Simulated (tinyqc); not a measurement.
What each parameter does: polytypes by hexagonality, and a cubic inclusion as a quantum well.

Gap: E3 + (E2 - E3) h. Valence top Ev2 h and polarisation P2 h, both counted from 3C; Ec = Ev + gap.

A cubic inclusion of width L = N d in the host (h = 1) is a well of depth V = Ec(host) - Ec(3C). Square well with mass mismatch: k tan(k L/2) = (m_w/m_b) q, k = sqrt(m_w E/c), q = sqrt(m_b (V - E)/c), c = hbar^2/2m0, lowest root. The depth of the level, V - E, is its binding, and the transition to the valence top of the host is gap(host) - (V - E). The step in polarisation gives a field |F| = |P|/(eps eps0) in a thin inclusion, eps0 = 8.8541878e-12 F/m.

Constants: hbar^2/2m0 = 3.80998211 eV angstrom^2.

Parameters, chosen for this exercise (of the order of those of GaAs; the results hold for these values, not for the real material):
- E3 = 1.528 eV (gap of the cubic polytype)
- E2 = 1.506 eV (gap of 2H)
- Ev2 = 0.116 eV (valence top of 2H above that of 3C)
- P2 = 0.002 C/m^2 (spontaneous polarisation of 2H)
- m = (0.062, 0.064) m0 (electron mass along c in the cubic layer and in the host)
- d = 3.254 angstrom (thickness of a double layer)
- eps = 12.9 (dielectric constant)
- N = 18 (double layers in the cubic inclusion)

Well depth, depth of the level, transition without the field and field.

Results for these values:

| case | V (eV) | depth (eV) | transition (eV) | \|F\| (MV/cm) |
|---|---|---|---|---|
| base | 0.0940 | 0.0487 | 1.4573 | 0.175 |

What happens to each result for E3 = 1.508 eV, all else kept?

Answer: V rises from 0.0940 to 0.1140; depth rises from 0.0487 to 0.0638; transition falls from 1.4573 to 1.4422; |F| does not change at the printed digits.

The same for each parameter in turn:

| case | V (eV) | depth (eV) | transition (eV) | \|F\| (MV/cm) |
|---|---|---|---|---|
| base | 0.0940 | 0.0487 | 1.4573 | 0.175 |
| N = 19 | 0.0940 | 0.0509 | 1.4551 | 0.175 |
| Ev2 = 0.146 eV | 0.1240 | 0.0716 | 1.4344 | 0.175 |
| E3 = 1.508 eV | 0.1140 | 0.0638 | 1.4422 | 0.175 |
| E2 = 1.536 eV | 0.1240 | 0.0716 | 1.4644 | 0.175 |
| P2 = 0.0026 C/m^2 | 0.0940 | 0.0487 | 1.4573 | 0.228 |
| eps = 13.9 | 0.0940 | 0.0487 | 1.4573 | 0.163 |
| m = (0.074, 0.064) m0 | 0.0940 | 0.0501 | 1.4559 | 0.175 |

Program tinyqc; command `OMP_NUM_THREADS=1 python tinyqc.py 1850374 1850375 out.jsonl`; about 0.1 s on one thread of a shared Intel(R) Xeon(R) Processor @ 2.30GHz.
